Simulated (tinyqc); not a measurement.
What each parameter does: finite square well with mass mismatch (envelope functions).

A square well of width L and depth V0, mass mw inside and mb outside, energies from the bottom of the well, c = hbar^2/2m0. k = sqrt(mw E/c), kappa = sqrt(mb (V0 - E)/c). psi and psi'/m are continuous at the walls (BenDaniel-Duke), so level n solves k L + 2 atan[(k/mw)/(kappa/mb)] = n pi.

Constants: hbar^2/2m0 = 3.80998211 eV angstrom^2.

Values chosen for the exercise (near those of a GaAs well in AlGaAs; the results hold for these values, not for the real material): L = 181 angstrom (well width); V0 = 0.332 eV (barrier height); mw = 0.0688 m0 (mass in the well); mb = 0.101 m0 (mass in the barrier).

Parabolic bands. Pb is the probability of level 1 in the barriers, (A^2/kappa)/(A^2/kappa + L/2 + sin(kL)/(2k)) with A = cos(kL/2).

One parameter was then changed.

Results before and after:

| case | E1 (eV) | bound levels | Pb | V0 - E1 (eV) |
|---|---|---|---|---|
| base | 0.0121 | 5 | 0.0054 | 0.3199 |
| changed | 0.0113 | 5 | 0.0047 | 0.3207 |

Which of these changes was made? (a) mw = 0.0757 m0; (b) V0 = 0.282 eV; (c) L = 163 angstrom; (d) mb = 0.0808 m0.

Answer: (a) mw = 0.0757 m0. Of the candidates, run in turn, only this one gives the changed row.

All candidates:

| case | E1 (eV) | bound levels | Pb | V0 - E1 (eV) |
|---|---|---|---|---|
| base | 0.0121 | 5 | 0.0054 | 0.3199 |
| L = 163 angstrom | 0.0145 | 5 | 0.0070 | 0.3175 |
| V0 = 0.282 eV | 0.0118 | 5 | 0.0066 | 0.2702 |
| mw = 0.0757 m0 | 0.0113 | 5 | 0.0047 | 0.3207 |
| mb = 0.0808 m0 | 0.0125 | 5 | 0.0051 | 0.3195 |

tinyqc: `OMP_NUM_THREADS=1 python tinyqc.py 1251348 1251349 out.jsonl`; about 0.01 s, one thread, shared Intel(R) Xeon(R) Processor @ 2.30GHz.
